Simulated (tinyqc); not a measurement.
Charge neutrality level from zone-averaged pseudopotential bands: one step. The neutrality level. Three cases, with inputs chosen for the exercise.

Problem. Energies are counted from the valence top at Gamma. E_N = (1/2) weighted mean of [E5 + (E3 + E4)/2]. Compare with half the smallest indirect gap, min(Delta/X, L)/2, and give the barrier for electrons in the limit of full pinning, min(gaps) - E_N.

Case 1.

Levels (eV):
```
kx              ky        kz  weight         E3         E4        E5        E6
0.166667  0.166667  0.166667       2  -0.287167  -0.287167  3.393969  5.683496
0.500000  0.166667  0.166667       6  -1.561198  -1.346896  3.635421  5.538537
0.500000  0.500000  0.166667       6  -2.540063  -0.978359  3.874147  5.531683
0.500000  0.500000  0.500000       1  -0.922626  -0.922626  2.524939  5.383078
0.833333  0.166667  0.166667       6  -3.059059  -2.098018  2.607963  4.196192
0.833333  0.500000  0.166667       6  -3.496099  -2.204537  4.797122  5.072595
```

gaps to Gamma, Delta/X, L (eV): [2.604107, 2.066706, 2.524939]

Case 2.

Levels (eV):
```
kx              ky        kz  weight         E3         E4        E5        E6
0.166667  0.166667  0.166667       2  -0.453517  -0.453517  2.854947  4.072390
0.500000  0.166667  0.166667       6  -2.098339  -1.848708  2.333352  4.547675
0.500000  0.500000  0.166667       6  -3.238607  -1.375569  2.875418  4.588169
0.500000  0.500000  0.500000       1  -1.292622  -1.292622  1.827135  3.932992
0.833333  0.166667  0.166667       6  -3.852428  -2.723588  1.285521  3.042239
0.833333  0.500000  0.166667       6  -4.248913  -2.925401  3.699648  4.088204
```

gaps to Gamma, Delta/X, L (eV): [3.363966, 0.771262, 1.827135]

Case 3.

Levels (eV):
```
kx              ky        kz  weight         E3         E4        E5        E6
0.125000  0.125000  0.125000       2  -0.149265  -0.149265  2.510188  4.691561
0.375000  0.125000  0.125000       6  -0.786521  -0.777483  3.332859  4.164157
0.375000  0.375000  0.125000       6  -1.493120  -0.489370  3.181576  5.039422
0.375000  0.375000  0.375000       2  -0.708692  -0.708692  2.089114  5.096197
0.625000  0.125000  0.125000       6  -1.742558  -1.451427  2.848995  4.018162
0.625000  0.375000  0.125000      12  -2.251918  -1.225136  3.809711  4.658337
0.625000  0.375000  0.375000       6  -1.569239  -1.020701  2.831293  4.773170
0.625000  0.625000  0.125000       6  -2.740667  -1.238888  3.153893  5.868423
0.875000  0.125000  0.125000       6  -2.298304  -1.824724  2.437474  3.292093
0.875000  0.375000  0.125000      12  -2.754770  -1.923987  3.598512  5.252391
```

gaps to Gamma, Delta/X, L (eV): [1.604725, 2.180550, 1.954067]

Give: mean of E5; mean of (E3 + E4)/2; E_N; half the indirect gap; pinned barrier for electrons.

Solution.

Case 1.

mean of E5 = 3.6593 eV
mean of (E3 + E4)/2 = -1.9759 eV
E_N = 0.8417 eV
half the indirect gap = 1.0334 eV
pinned barrier for electrons = 1.2250 eV

E_N lies at 41 % of the gap from the valence top, so pinned contacts have the lower barrier for holes. The two estimates differ by 0.19 eV; both rules are good to a few tenths of an eV only, so a position within that distance of a band edge or of mid-gap is not settled. Local form factors place the indirect gaps only to a few tenths of an eV, and E_N moves with them. Spin-orbit coupling, left out, would lift the valence top by a third of its splitting.

Case 2.

mean of E5 = 2.5445 eV
mean of (E3 + E4)/2 = -2.5605 eV
E_N = -0.0080 eV
half the indirect gap = 0.3856 eV
pinned barrier for electrons = 0.7793 eV

E_N lies below the valence top by 0.008 eV. The two estimates differ by 0.39 eV; both rules are good to a few tenths of an eV only, so a position within that distance of a band edge or of mid-gap is not settled. Local form factors place the indirect gaps only to a few tenths of an eV, and E_N moves with them. Spin-orbit coupling, left out, would lift the valence top by a third of its splitting.

Case 3.

mean of E5 = 3.2002 eV
mean of (E3 + E4)/2 = -1.6086 eV
E_N = 0.7958 eV
half the indirect gap = 0.9770 eV
pinned barrier for electrons = 0.8089 eV

E_N lies at 50 % of the gap from the valence top. The two estimates differ by 0.18 eV; both rules are good to a few tenths of an eV only, so a position within that distance of a band edge or of mid-gap is not settled. Local form factors place the indirect gaps only to a few tenths of an eV, and E_N moves with them. Spin-orbit coupling, left out, would lift the valence top by a third of its splitting.

Computed by tinyqc, one run a case: `OMP_NUM_THREADS=1 python tinyqc.py N N+1 out.jsonl` with N = 1880523, 1880626, 1880664; one thread of a shared Intel(R) Xeon(R) Processor @ 2.30GHz, about 0.09 s a run at most.
